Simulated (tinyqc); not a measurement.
# Ground and coupling capacitance from two measurements

Inverse problem. A line has Cg to the planes and Cc to each of two neighbours. Find Cg, Cc, the load when both neighbours switch in antiphase, and the pulse on the line when it floats and both neighbours swing by Vx.

Parameters, values chosen for the exercise:
- Vx = 0.7 V (swing)

capacitance with neighbours driven alike and with neighbours grounded (aF/um): 40  114

Solution. Driven alike, Cc carries no charge, which leaves Cg; grounded neighbours give Cg + 2 Cc, antiphase Cg + 4 Cc; a floating line divides the swing as 2 Cc/(Cg + 2 Cc).

Cg = 40.0 aF/um
Cc = 37.0 aF/um
load in antiphase = 188 aF/um
pulse = 0.454 V

Computed by the program tinyqc: `OMP_NUM_THREADS=1 python tinyqc.py 2790188 2790189 out.jsonl`, one thread of a shared Intel Xeon 2.30GHz, about 1 s for the whole run.
